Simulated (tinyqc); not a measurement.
Schottky barrier on an n-type semiconductor with a doping step, non-linear Poisson equation by Newton steps: one step of the calculation.

One dimension, metal at x = 0, donor density C(x) = N1 for x < x1 and Nd beyond. Energies are counted from the electron Fermi level of the semiconductor and the conduction-band edge is Ec = -psi, so n = Nc exp(psi/Vt); holes follow the Fermi level of the metal, at -V, so p = Nv exp((V - psi - Eg)/Vt). Ends: psi(0) = V - phiB and psi = Vt ln(Nd/Nc) deep inside. Boltzmann statistics, full ionisation, no current, no image force in the Poisson equation.

Task. Newton step. Solve the tridiagonal system a_(i-1) d_(i-1) + b_i d_i + a_i d_(i+1) = -F_i for nodes 1 to 13, with d = 0 on fixed nodes. The full step is added.

Parameters, values chosen for the exercise: temperature T = 300 K.

Constants: q = 1.602176634e-19 C, kB = 1.380649e-23 J/K, Vt = kB T/q. Results are converted to the units shown.

```
interval,coupling a_i (F/cm^2)
0,6.4746248e-7
1,5.4523157e-7
2,4.6041777e-7
3,3.8945112e-7
4,3.2474607e-7
5,2.7998378e-7
6,2.3020888e-7
7,1.9921923e-7
8,1.6443492e-7
9,1.3999189e-7
10,1.1772045e-7
11,9.9609613e-8
12,8.3543546e-8
13,7.0954793e-8
```

```
node,diagonal b (F/cm^2),residual F (C/cm^2)
1,-1.1927520e-6,-6.0561337e-13
2,-1.0060674e-6,-8.6615582e-12
3,-8.5386357e-7,-9.8600784e-11
4,-7.6664377e-7,-1.3459261e-9
5,-1.5989102e-6,-2.5680467e-8
6,-2.6470888e-5,-6.7108997e-7
7,-6.8318839e-4,-1.7650582e-5
8,-0.012029485,-3.1097662e-4
9,-0.10850904,-0.0028051674
10,-0.26240761,-0.0067837533
11,-0.089795969,-0.0023213961
12,-0.0027978080,-7.2315221e-5
13,-1.7381894e-5,-4.2751211e-7
```

```
node,psi after iteration 1 (V)
0,-0.44000000
1,-0.39989975
2,-0.35320471
3,-0.29920300
4,-0.23716694
5,-0.16533731
6,-0.08549710
7,-0.00531540
8,0.06445198
9,0.11678810
10,0.13528396
11,0.10316907
12,0.00905184
13,-0.12690645
14,-0.21831038
```

Find: Newton step d; psi after iteration 2.

Result.

```
node,"Newton step d (V)"
1,-0.003561
2,-0.007789
3,-0.012784
4,-0.018567
5,-0.024356
6,-0.025834
7,-0.025852
8,-0.025852
9,-0.025852
10,-0.025852
11,-0.025852
12,-0.025849
13,-0.024719
```

```
node,psi after iteration 2 (V)
0,-0.44000
1,-0.40346
2,-0.36099
3,-0.31199
4,-0.25573
5,-0.18969
6,-0.11133
7,-0.03117
8,0.03860
9,0.09094
10,0.10943
11,0.07732
12,-0.01680
13,-0.15163
14,-0.21831
```

Computed by the program tinyqc: `OMP_NUM_THREADS=1 python tinyqc.py 2020035 2020036 out.jsonl`, one thread of a shared Intel Xeon 2.30GHz, about 0.04 s for the whole run.
